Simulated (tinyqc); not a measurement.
Six-band hole subbands of a thin body in a field: one step. Strain and its block. Three cases, with inputs chosen for the exercise.

Problem. exx = eyy = (s11 + s12) sx/2, ezz = s12 sx, exy = -s44 sx/4 (1 GPa/TPa = 1e-3). With e0 the traceless part, B_XX = 2b e0xx - b (e0yy + e0zz) and B_XY = sqrt(3) d exy.

Case 1.

Values chosen (near those of a p-type Si channel; the results hold for these values, not for the real material): S = (7.8, -2.16, 12.68) 1/TPa (compliances s11, s12, s44); sx = -1 GPa (stress along the channel [1-10], negative in compression); b = -2.11 eV (tetragonal potential); d = -4.77 eV (trigonal potential).

Case 2.

Values chosen (near those of a p-type Si channel; the results hold for these values, not for the real material): S = (7.65, -2.18, 12.73) 1/TPa (compliances s11, s12, s44); sx = -0.5 GPa (stress along the channel [1-10], negative in compression); b = -2.13 eV (tetragonal potential); d = -4.85 eV (trigonal potential).

Case 3.

Values chosen (near those of a p-type Ge channel; the results hold for these values, not for the real material): S = (9.65, -2.66, 15) 1/TPa (compliances s11, s12, s44); sx = 1 GPa (stress along the channel [1-10], negative in compression); b = -2.53 eV (tetragonal potential); d = -5.22 eV (trigonal potential).

Give: strain; B.

Solution.

Case 1.

strain, rows x, y, z and columns alike:
```
[[-0.002820, 0.003170, 0],
 [0.003170, -0.002820, 0],
 [0, 0, 0.002160]]
```

B (eV), rows X, Y, Z and columns alike:
```
[[0.01051, -0.02619, 0],
 [-0.02619, 0.01051, 0],
 [0, 0, -0.02102]]
```

Case 2.

strain, rows x, y, z and columns alike:
```
[[-0.001368, 0.001591, 0],
 [0.001591, -0.001368, 0],
 [0, 0, 0.001090]]
```

B (eV), rows X, Y, Z and columns alike:
```
[[0.00523, -0.01337, 0],
 [-0.01337, 0.00523, 0],
 [0, 0, -0.01047]]
```

Case 3.

strain, rows x, y, z and columns alike:
```
[[0.003495, -0.003750, 0],
 [-0.003750, 0.003495, 0],
 [0, 0, -0.002660]]
```

B (eV), rows X, Y, Z and columns alike:
```
[[-0.01557, 0.03390, 0],
 [0.03390, -0.01557, 0],
 [0, 0, 0.03114]]
```

Computed by tinyqc, one run a case: `OMP_NUM_THREADS=1 python tinyqc.py N N+1 out.jsonl` with N = 1250111, 1250132, 1250190; one thread of a shared Intel(R) Xeon(R) Processor @ 2.30GHz, about 0.5 s a run at most.
